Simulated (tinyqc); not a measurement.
Worked calculation: Gamma, L and X subbands of a thin body with non-parabolic valleys. Values are carried at full precision from step to step, so a last printed digit may differ when a step is redone from the rounded ones.

Hard walls, flat band, c = hbar^2/2m0, energies from the bulk Gamma edge. For a valley at angle theta to the normal 1/m_z = cos^2/ml + sin^2/mt and m_d = sqrt(ml mt^2/m_z). Subband n starts at E_v + e with e (1 + a e) = c (n pi/t)^2/m_z, and its density-of-states mass is taken as m_d (1 + 2 a e), without further growth at higher in-plane energy. Groups are named by valley and degeneracy.

Constants: hbar^2/2m0 = 3.80998211 eV angstrom^2; kB = 8.617333262e-05 eV/K.

Values chosen for the exercise (near those of a thin GaAs channel; not measured data):
- face = 100 (surface)
- mG = 0.0679 m0 (Gamma mass)
- aG = 0.58 1/eV (Gamma non-parabolicity)
- EL = 0.333 eV (L edge above Gamma)
- mL = (1.858, 0.075) m0 (L valleys (four, along <111>): ml, mt)
- EX = 0.459 eV (X edge above Gamma)
- mX = (1.284, 0.234) m0 (X valleys (three, along <100>): ml, mt)
- aS = 0.44 1/eV (non-parabolicity of L and X)
- t = 42 angstrom (body thickness)
- Ns = 2 x 1e12/cm^2 (sheet density)
- T = 300 K (temperature)
- eot = 8 angstrom (equivalent oxide thickness)

## Valley groups

List degeneracy, edge, m_z, m_d and a.

Groups:
```
group  g  E_v (eV)     m_z     m_d  a (1/eV)
G1     1     0.000  0.0679  0.0679      0.58
L4     4     0.333  0.1103  0.3079      0.44
X1     1     0.459  1.2840  0.2340      0.44
X2     2     0.459  0.2340  0.5481      0.44
```

## Subband edges

n = 1 to 8 for each group; list the ten lowest.

Subbands:
```
subband  g  E (eV)  DOS mass
G1 n=1   1  0.2713    0.0893
X1 n=1   1  0.4755    0.2374
L4 n=1   4  0.5122    0.3564
X1 n=2   1  0.5236    0.2473
X2 n=1   2  0.5467    0.5904
X1 n=3   1  0.5997    0.2630
X1 n=4   1  0.6992    0.2835
X2 n=2   2  0.7785    0.7022
X1 n=5   1  0.8175    0.3078
G1 n=2   1  0.8433    0.1343
```

The lowest subband is G1 n=1, 204 meV below X1 n=1; in the bulk the lowest valley is Gamma.

## Filling and quantum capacitance

n_i = g m/(2 pi c) kB T ln(1 + exp((EF - E_i)/kB T)), sum n_i = Ns (1e12/cm^2 = 1e-4/angstrom^2), c = hbar^2/2m0. Quantum capacitance Cq = 1602.176634 sum g m/(2 pi c) f_i in microfarad/cm^2 with f_i = 1/(1 + exp((E_i - EF)/kB T)); Cox = 34.5313/eot (one gate); C/Cox = Cq/(Cq + Cox), the centroid term left out.

Over the ten listed subbands, named by valley (G, L, X), degeneracy and number.

EF = 0.3208 eV

n_i in the order of the list (1e12/cm^2): [1.981, 0.006, 0.009, 0.001, 0.002, 0.000, 0.000, 0.000, 0.000, 0.000]

Cq = 5.33 microfarad/cm^2
Cox = 4.316 microfarad/cm^2
C/Cox = 0.552

EF lies 50 meV above the lowest edge; Gamma holds 99 % of the electrons. The low density of states costs 45 % of the gate capacitance.

## Checks

- Cq against the slope dNs/dEF by finite differences, microfarad/cm^2: both 5.33.

Program tinyqc; command `OMP_NUM_THREADS=1 python tinyqc.py 1281508 1281509 out.jsonl`; about 0.04 s on one thread of a shared Intel(R) Xeon(R) Processor @ 2.30GHz.
